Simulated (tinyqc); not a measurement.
CMOS latch-up, two-transistor model: one step of the calculation.

A parasitic pnp (emitter at Vdd, base shunted by Rw) and npn (emitter at ground, base shunted by Rs) feed each other: the npn collector current flows out of the pnp base node, the pnp collector current into the npn base node. Forward-active transistors with constant gains: Icn = Isn exp(Vn/Vt), Icp = Isp (exp(Vp/Vt) - 1). A current Ii is injected into the npn base node.

Question. Holding current and voltage. On state with both base-emitter voltages at Von: npn base current Ib = (Von/Rs + bp Von/Rw)/(bn bp - 1), holding current Ih = (bn + 1) Ib + Von/Rs, holding voltage Vh = Vsat + Von + R2 (Ib + Von/Rs).

Inputs (values chosen for the exercise); values close to those of bulk CMOS:
- bn = 18.5 (current gain of the npn)
- bp = 1 (current gain of the pnp)
- Rs = 100 ohm (substrate resistance shunting the npn)
- Rw = 1000 ohm (well resistance shunting the pnp)
- R2 = 450 ohm (resistance from the pnp collector to the npn base)
- Von = 0.8 V (base-emitter voltage in the on state)
- Vsat = 0.1 V (saturation voltage)
- Vdd = 1.8 V (supply voltage)

Find: bn bp; Ib; Ih; Vh.

Answer.

bn bp = 18.500
Ib = 0.50286 mA
Ih = 17.806 mA
Vh = 4.7263 V

Vh is above Vdd = 1.8 V, so the supply cannot sustain a latched state.

Program tinyqc, `OMP_NUM_THREADS=1 python tinyqc.py 2670132 2670133 out.jsonl`; Intel Xeon 2.30GHz, shared host, one thread, about 0.07 s.
